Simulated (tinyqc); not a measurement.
Inside a calculation (part 2 of 2). Method: RHF in the sto-3g basis, for BeH+, spin multiplicity 1. Computed by tinyqc, a small Python program that keeps every step (integrals from PySCF). Command: `OMP_NUM_THREADS=1 python tinyqc.py 21297 21298 out.jsonl` (the two numbers bound the seeds that draw the settings). One thread of a shared host (Intel(R) Xeon(R) Processor @ 2.60GHz), about 0.07 s of CPU time with the checks.

Geometry (angstrom):
```
atom         x         y         z
Be    0.000000  0.000000  0.000000
H     0.000000  0.000000  1.568000
```

## Iteration 10 (converged): orbitals

converged F (hartree), order 1Be 1s, 1Be 2s, 1Be 2px, 1Be 2py, 1Be 2pz, 2H 1s:
$$\begin{pmatrix}
-5.005272 & -1.406520 & 0.000000 & 0.000000 & 0.017329 & -0.232006 \\
-1.406520 & -0.859757 & 0.000000 & 0.000000 & -0.121978 & -0.465604 \\
0.000000 & 0.000000 & -0.134292 & 0.000000 & 0.000000 & 0.000000 \\
0.000000 & 0.000000 & 0.000000 & -0.134292 & 0.000000 & 0.000000 \\
0.017329 & -0.121978 & 0.000000 & 0.000000 & -0.282265 & -0.392127 \\
-0.232006 & -0.465604 & 0.000000 & 0.000000 & -0.392127 & -0.476338
\end{pmatrix}$$

X, order 1Be 1s, 1Be 2s, 1Be 2px, 1Be 2py, 1Be 2pz, 2H 1s:
$$\begin{pmatrix}
0.260723 & 0.783397 & 0.000000 & 0.000000 & 0.596821 & 0.198808 \\
-0.779606 & -0.581042 & 0.000000 & 0.000000 & 0.447981 & 0.394002 \\
0.000000 & 0.000000 & 0.976064 & -0.217485 & 0.000000 & 0.000000 \\
0.000000 & 0.000000 & 0.217485 & 0.976064 & 0.000000 & 0.000000 \\
-0.816470 & 0.504447 & 0.000000 & 0.000000 & -0.500441 & 0.381249 \\
1.080273 & -0.227134 & 0.000000 & 0.000000 & -0.198978 & 0.524507
\end{pmatrix}$$

Diagonalise F' = X^T F X, C = X C', fill 2 alpha and 2 beta electrons from the bottom; D = 2 C_occ C_occ^T. Each column has its largest component positive (the first on a tie).

F' = X^T F X (hartree):
$$\begin{pmatrix}
0.147569 & -0.384456 & 0.000000 & 0.000000 & -0.301856 & -0.112383 \\
-0.384456 & -2.043267 & 0.000000 & 0.000000 & -2.081208 & -0.813314 \\
0.000000 & 0.000000 & -0.134292 & 0.000000 & 0.000000 & 0.000000 \\
0.000000 & 0.000000 & 0.000000 & -0.134292 & 0.000000 & 0.000000 \\
-0.301856 & -2.081208 & 0.000000 & 0.000000 & -2.692696 & -1.096319 \\
-0.112383 & -0.813314 & 0.000000 & 0.000000 & -1.096319 & -1.155386
\end{pmatrix}$$

orbital energies (hartree): MO1 -5.008091, MO2 -0.693411, MO3 -0.258098, MO4 -0.134292, MO5 -0.134292, MO6 0.215821

coefficients C, order 1Be 1s, 1Be 2s, 1Be 2px, 1Be 2py, 1Be 2pz, 2H 1s:
$$\begin{pmatrix}
0.992946 & -0.193238 & -0.200758 & 0.000000 & 0.000000 & 0.117555 \\
0.026439 & 0.601448 & 0.751668 & 0.000000 & 0.000000 & -0.611456 \\
0.000000 & 0.000000 & 0.000000 & 0.672376 & 0.740210 & 0.000000 \\
0.000000 & 0.000000 & 0.000000 & 0.740210 & -0.672376 & 0.000000 \\
-0.001865 & 0.279112 & -0.617926 & 0.000000 & 0.000000 & -0.925820 \\
-0.002743 & 0.494749 & -0.291972 & 0.000000 & 0.000000 & 1.096927
\end{pmatrix}$$

D after iteration 10, order 1Be 1s, 1Be 2s, 1Be 2px, 1Be 2py, 1Be 2pz, 2H 1s:
$$\begin{pmatrix}
2.046567 & -0.179940 & 0.000000 & 0.000000 & -0.111574 & -0.196655 \\
-0.179940 & 0.724877 & 0.000000 & 0.000000 & 0.335644 & 0.594987 \\
0.000000 & 0.000000 & 0.000000 & 0.000000 & 0.000000 & 0.000000 \\
0.000000 & 0.000000 & 0.000000 & 0.000000 & 0.000000 & 0.000000 \\
-0.111574 & 0.335644 & 0.000000 & 0.000000 & 0.155814 & 0.276191 \\
-0.196655 & 0.594987 & 0.000000 & 0.000000 & 0.276191 & 0.489568
\end{pmatrix}$$

Within a degenerate level the vectors are fixed only up to a rotation; this is one choice.

## Convergence

Stop when the energy changes by less than 1e-09 hartree and every element of the error matrix X^T (F D S - S D F) X is below 9e-06.

Course of the cycle:
```
iteration   E (hartree)     change  largest element of the error matrix
1           -5.59280012          -                             3.58e+00
2          -14.08173519  -8.49e+00                             2.21e-01
3          -14.57708711  -4.95e-01                             2.65e-01
4          -14.63282192  -5.57e-02                             1.19e-01
5          -14.64708795  -1.43e-02                             8.25e-03
6          -14.64733917  -2.51e-04                             3.78e-03
7          -14.64738589  -4.67e-05                             1.10e-04
8          -14.64738592  -3.10e-08                             3.69e-05
9          -14.64738592  -6.46e-09                             6.41e-06
10         -14.64738592  -1.06e-10                             1.09e-07
```

PySCF RHF in the same basis = -14.64738592 hartree

Converged in 10 iterations.

## Populations, bond orders and dipole

overlap S, order 1Be 1s, 1Be 2s, 1Be 2px, 1Be 2py, 1Be 2pz, 2H 1s:
$$\begin{pmatrix}
1.000000 & 0.259517 & 0.000000 & 0.000000 & 0.000000 & 0.042117 \\
0.259517 & 1.000000 & 0.000000 & 0.000000 & 0.000000 & 0.371450 \\
0.000000 & 0.000000 & 1.000000 & 0.000000 & 0.000000 & 0.000000 \\
0.000000 & 0.000000 & 0.000000 & 1.000000 & 0.000000 & 0.000000 \\
0.000000 & 0.000000 & 0.000000 & 0.000000 & 1.000000 & 0.454609 \\
0.042117 & 0.371450 & 0.000000 & 0.000000 & 0.454609 & 1.000000
\end{pmatrix}$$

Mulliken: Z minus the diagonal of D S on the atom; Loewdin: the same with S^(1/2) D S^(1/2); Mayer order: 2 sum_s sum (D(s) S)_ij (D(s) S)_ji over the two atoms.

Charges (e):
```
atom  Mulliken   Loewdin
1Be   0.827853  0.853797
2H    0.172147  0.146203
```

Mayer bond orders:
```
pair     order
2-1   0.970365
```

dipole moment about the origin, x y z (debye): [0.000000, 0.000000, -2.020672]
